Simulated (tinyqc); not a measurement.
# Stress and current directions compared

A cubic crystal with three pairs of conduction valleys along x, y and z; non-degenerate electrons, one relaxation time, masses unchanged. Stress s_ij = X a_i a_j with a the unit vector along the stress; strain e_ii = s11 s_ii + s12 (s_jj + s_kk), e_ij = s44 s_ij/2. Valley shift dE = Xu (n.e.n - trace(e)/3) with n the valley axis; share f proportional to exp(-dE/Vt). Inverse mass along the current d: (n.d)^2/ml + (1 - (n.d)^2)/mt; mu/mu0 = sum f (1/m) over the plain mean of 1/m. Rows: direction of the stress, of size |X|; columns: direction of the current and sign.

Parameters, values chosen for the exercise; values close to those of silicon:
- T = 300 K (temperature)
- s11 = 7.46 1/TPa (compliance)
- s12 = -2.11 1/TPa (compliance)
- s44 = 12.9 1/TPa (compliance)
- Xu = 9.31 eV (shear deformation potential)
- ml = 0.909 m0 (longitudinal mass)
- mt = 0.192 m0 (transverse mass)
- X = -260 MPa (uniaxial stress (tension positive))

Constants: q = 1.602176634e-19 C, kB = 1.380649e-23 J/K, Vt = kB T/q. Results are converted to the units shown.

mu/mu0:
```
       I [100], tension  I [100], compression  I [110], tension  I [110], compression
[100]             1.175                0.7675             1.044                0.9419
[110]             1.057                0.9512             1.057                0.9512
[001]            0.9123                 1.116            0.9123                 1.116
[111]             1.000                 1.000             1.000                 1.000
```

The largest gain, 1.18, is for stress along [100], tension, current along [100]; the largest loss, 0.768, for [100], compression, current along [100]. Entries equal to one are cases in which the valleys are not split or have equal mass along the current.

tinyqc, about 0.01 s, one thread, Intel Xeon 2.30GHz (shared host): `OMP_NUM_THREADS=1 python tinyqc.py 2530087 2530088 out.jsonl`
